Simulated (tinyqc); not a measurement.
# Film and buried-oxide thickness from two coupling ratios

Problem. In a depleted film -dVT/dVb is k1 = Cs Cbox/(Cox (Cs + Cbox)) for a front channel and k2 = Cbox (Cox + Cs)/(Cox Cs) for a back channel, with Cox = eps0 eox/tox, Cs = eps0 eps_r/ts, Cbox = 3.9 eps0/tb. Find ts and tb.

Inputs (values chosen for the exercise); band and dielectric values close to those of silicon: relative permittivity eps_r = 11.5; relative permittivity of the gate insulator (close to silicon dioxide) eox = 3.9; insulator thickness tox = 1.2 nm.

coupling ratios for a front and a back channel: 0.071439665  0.19982609

Answer. With y = Cox/Cs and z = Cox/Cbox, 1/k1 = y + z and k2 = (1 + y)/z, so y = (k2/k1 - 1)/(1 + k2); the thicknesses follow from y and z.

ts = 5.30 nm
tb = 15.0 nm

Program tinyqc, `OMP_NUM_THREADS=1 python tinyqc.py 2190142 2190143 out.jsonl`; Intel Xeon 2.30GHz, shared host, one thread, about 0.4 s.
